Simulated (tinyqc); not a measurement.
Raman shift of the zone-centre optical phonon of a diamond-structure crystal under stress. From mode Grueneisen parameter gamma back to p/omega_0^2. Computed by tinyqc, a small Python program. Command: `OMP_NUM_THREADS=1 python tinyqc.py 3002937 3002938 out.jsonl ramanstress inv`. One thread of a shared host (Intel(R) Xeon(R) Processor @ 2.30GHz), about 0.01 s of CPU time with the checks.

Axes x, y, z are the cube axes. Strain shifts the threefold optical mode and can split it; p, q and r are the phonon deformation potentials.

Inputs (values chosen for the exercise, modelled on diamond):
```
quantity,value,unit
unstrained frequency omega_0,1332,1/cm
q/omega_0^2,-1.72,-
C11,1061,GPa
C12,125.8,GPa
C44,575.1,GPa
stress sigma (tension positive),0.45,GPa
```

Stress state: uniaxial. Axis: [100].

Method:
- S11 = (C11 + C12)/D, S12 = -C12/D, D = (C11 - C12)(C11 + 2 C12), S44 = 1/C44.
- Uniaxial stress along the unit vector n of the axis: sigma_ij = sigma n_i n_j.
- eps_xx = S11 sigma_xx + S12 (sigma_yy + sigma_zz), and cyclic; eps_xy = S44 sigma_xy/2 (tensor strain).
- gamma = -(p + 2q)/(6 omega_0^2); the mean of the three shifts is -gamma omega_0 x (volume strain).

Question. A run gave the result below. Find the p/omega_0^2, known to lie between -3.3 and -2.

mode Grueneisen parameter gamma = 1.028833

Answer.

Each step takes the trial c = (a f_b - b f_a)/(f_b - f_a), f being the result less the target; c replaces end b, the old b replaces a if the sign of f changed, and otherwise f_a is halved.

Scan of the range:
```
p/omega_0^2,mode Grueneisen parameter gamma
-3.30,1.12333
-3.08,1.08667
-2.87,1.05167
-2.65,1.01500
-2.43,0.97833
-2.22,0.94333
-2.00,0.90667
```

False position (Illinois rule) inside the bracket:
```
step,end a,end b,trial,mode Grueneisen parameter gamma
1,-2.87,-2.65,-2.73300,1.028833
```

Mode Grueneisen parameter gamma falls at every point of a 13-point scan of the range (every second point is shown), so one value fits; it is bracketed by -2.87 and -2.65. The scan shows a straight line, so linear interpolation between any two rows gives the answer at once. Answer: p/omega_0^2 = -2.733.
